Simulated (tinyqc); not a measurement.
# Double-gate transistor below threshold, two-dimensional Poisson equation on a small mesh, step by step

Computed by the program tinyqc: `OMP_NUM_THREADS=1 python tinyqc.py 2480003 2480004 out.jsonl`, one thread of a shared Intel Xeon 2.30GHz, about 0.09 s for the whole run. Printed values are rounded.

Half of a symmetric double-gate structure: row 0 is the mid-plane of the body, where the normal field vanishes. Mobile charge is neglected (subthreshold), the body is fully depleted, and potentials are counted from the intrinsic level; rows run upward to the gate, columns from source to drain.

Parameters, values chosen for the exercise; semiconductor permittivity close to that of germanium:
- T = 300 K (temperature)
- eps_r = 16.2 (relative permittivity of the semiconductor)
- eox = 3.9 (relative permittivity of the insulator)
- tb = 3 nm (half the body thickness)
- tox = 2.3 nm (insulator thickness)
- L = 31 nm (channel length)
- Na = 2.1e17 cm^-3 (acceptor density of the depleted body)
- Vbi = 0.54 V (potential of the source)
- Vfb = -0.05 V (gate offset)
- Vg = 0.05 V (gate voltage)
- Vd = 0.05 V (drain voltage)

Constants: q = 1.602176634e-19 C, kB = 1.380649e-23 J/K, Vt = kB T/q, eps0 = 8.8541878128e-14 F/cm where lengths are in cm. Results are converted to the units shown.

## Coefficients of the five-point equations

Mesh: rows i = 0..1 in the semiconductor (step hs = tb/1, row 1 on the interface), then 1 step(s) ho = tox/1 up to the gate row 2; columns j = 0..4 (step hy = L/4). Box integration, divided by eps0: up_i = eps hy/h of the interval above row i, dn_i = that of the interval below (0 for row 0), lat_i = (sum of eps h/2 over the intervals above and below)/hy, s_i = -q Na w_i hy/eps0 with w_i the semiconductor height of the box (hs/2 for row 0 and the interface row, hs between, 0 in the insulator). Each free node obeys (up + dn + 2 lat) psi = up psi(above) + dn psi(below) + lat [psi(left) + psi(right)] + s.

up, row 0 to 1: [41.85, 13.1413]
dn, row 0 to 1: [0, 41.85]
lat, row 0 to 1: [3.13548, 3.71419]
s, row 0 to 1 (V): [-0.0441747, -0.0441747]

## The linear system

fixed values (free nodes shown as 0) (V):
```
            j=0       j=1       j=2       j=3       j=4
row 0  0.540000  0.000000  0.000000  0.000000  0.590000
row 1  0.540000  0.000000  0.000000  0.000000  0.590000
row 2  0.100000  0.100000  0.100000  0.100000  0.100000
```

Unknowns (row, column) in the order listed; A has up + dn + 2 lat on the diagonal and -up, -dn, -lat towards free neighbours; b holds s and the terms of fixed neighbours. Fixed values: gate row Vg - Vfb; column 0 at Vbi and the last column at Vbi + Vd in the semiconductor, each running linearly to Vg - Vfb across the insulator.

A:
```
          (0,1)     (0,2)     (0,3)     (1,1)     (1,2)     (1,3)
(0,1)   48.1210   -3.1355    0.0000  -41.8500    0.0000    0.0000
(0,2)   -3.1355   48.1210   -3.1355    0.0000  -41.8500    0.0000
(0,3)    0.0000   -3.1355   48.1210    0.0000    0.0000  -41.8500
(1,1)  -41.8500    0.0000    0.0000   62.4197   -3.7142    0.0000
(1,2)    0.0000  -41.8500    0.0000   -3.7142   62.4197   -3.7142
(1,3)    0.0000    0.0000  -41.8500    0.0000   -3.7142   62.4197
```

b (V): (0,1) 1.64899, (0,2) -0.04417, (0,3) 1.80576, (1,1) 3.27562, (1,2) 1.26996, (1,3) 3.46133

## Direct solution

Solve A psi = b.

psi at the free nodes (V): (0,1) 0.239249, (0,2) 0.174025, (0,3) 0.253270, (1,1) 0.222659, (1,2) 0.164257, (1,3) 0.235034

## Iteration 1: Jacobi sweep

psi at the start (fixed values on the edges, free nodes at zero) (V):
```
            j=0       j=1       j=2       j=3       j=4
row 0  0.540000  0.000000  0.000000  0.000000  0.590000
row 1  0.540000  0.000000  0.000000  0.000000  0.590000
row 2  0.100000  0.100000  0.100000  0.100000  0.100000
```

Free nodes: rows 0..1, columns 1..3, taken row by row from row 0, left to right. t = (up psi(above) + dn psi(below) + lat [psi(left) + psi(right)] + s)/(up + dn + 2 lat), with all neighbours from the previous sweep; psi(new) = t.

psi after iteration 1 (V):
```
            j=0       j=1        j=2       j=3       j=4
row 0  0.540000  0.034268  -0.000918  0.037525  0.590000
row 1  0.540000  0.052477   0.020345  0.055453  0.590000
row 2  0.100000  0.100000   0.100000  0.100000  0.100000
```

## Iteration 2: Jacobi sweep

As before.

psi after iteration 2 (V):
```
            j=0       j=1       j=2       j=3       j=4
row 0  0.540000  0.079846  0.021454  0.085692  0.590000
row 1  0.540000  0.076663  0.026152  0.081823  0.590000
row 2  0.100000  0.100000  0.100000  0.100000  0.100000
```

## Course of the iteration: Jacobi sweep

Stop when the largest change of psi is below 1e-7 V, or after 400 iterations. Fixed values: gate row Vg - Vfb; column 0 at Vbi and the last column at Vbi + Vd in the semiconductor, each running linearly to Vg - Vfb across the insulator.

Course of the iteration:
```
iteration  psi at row 0, j = 2 (V)  largest |change| of one entry (V)
1                      -9.17993e-4                             0.0555
2                        0.0214540                             0.0482
3                        0.0326123                             0.0326
4                        0.0513282                             0.0291
5                        0.0648184                             0.0202
6                        0.0795306                             0.0184
7                        0.0917791                             0.0130
8                         0.102970                             0.0121
9                         0.112979                             0.0100
...                            ...                                ...
74                        0.174024                            3.08e-7
75                        0.174024                            3.00e-7
76                        0.174024                            2.23e-7
77                        0.174024                            2.18e-7
78                        0.174024                            1.62e-7
79                        0.174025                            1.58e-7
80                        0.174025                            1.17e-7
81                        0.174025                            1.15e-7
82                        0.174025                            8.52e-8
```

Converged in 82 iterations. The changes do not fall evenly; from iteration 77 to 82 they shrink by a factor of 1.2 a step on average.

## Barrier, swing and barrier lowering

converged psi (V):
```
            j=0       j=1       j=2       j=3       j=4
row 0  0.540000  0.239249  0.174025  0.253270  0.590000
row 1  0.540000  0.222659  0.164257  0.235034  0.590000
row 2  0.100000  0.100000  0.100000  0.100000  0.100000
```

d psi/dVg on row 0: j=0 0.000000, j=1 0.673857, j=2 0.826779, j=3 0.673857, j=4 0.000000
d psi/dVd on row 0: j=0 0.00000, j=1 0.02286, j=2 0.08661, j=3 0.30328, j=4 1.00000

The barrier is read along row 0, the path farthest from the gate. Take the node j of lowest psi: barrier Vbi - psi_j; swing Vt ln 10/(d psi_j/dVg); DIBL = (d psi_j/dVd)/(d psi_j/dVg). The derivatives solve the same equations with s = 0 and a unit change of that voltage.

j = 2
barrier = 0.365975 V
swing = 71.9980 mV/decade
DIBL = 104.757 mV/V

A mesh of 12, 8 and 80 steps (semiconductor, insulator, channel) gives a barrier of 0.380 V, a swing of 69.5 mV a decade and a DIBL of 78.9 mV/V; the small mesh puts the barrier 3.8 % below that.
